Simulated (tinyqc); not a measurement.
## Pull-up strength from the switching point

Inverse problem. Transistor (EKV form, voltages against the body): I = 2 n b Vt^2 [F(vp - Vs) - F(vp - Vd)] from drain to source, F(v) = ln^2(1 + exp(v/(2 Vt))), vp = (Vg - VT + sg |Vd - Vs|)/n. n-channel bodies are at 0; for the p-channel device all voltages are counted down from Vdd. b in uA/V^2 gives I in uA. In an inverter In(Vg = Vd = VM) equals Ip at the switching point VM. Find bp and the current there.

Inputs (values chosen for the exercise):
- T = 350 K (temperature)
- Vdd = 0.75 V (supply voltage)
- n = 1.43 (slope factor)
- sg = 0.083 (drain-induced barrier lowering)
- VTn = 0.33 V (n-channel threshold)
- VTp = 0.36 V (p-channel threshold (magnitude))
- bn = 260 uA/V^2 (gain factor of the pull-down transistor)

Constants: q = 1.602176634e-19 C, kB = 1.380649e-23 J/K, Vt = kB T/q. Results are converted to the units shown.

VM = 0.383984609 V

Solution. Ip is proportional to bp, so bp is In(VM) over the p-channel current for unit b.

bp = 520.0 uA/V^2
current at VM = 1.161 uA

Program tinyqc, `OMP_NUM_THREADS=1 python tinyqc.py 2340061 2340062 out.jsonl`; Intel Xeon 2.30GHz, shared host, one thread, about 0.03 s.
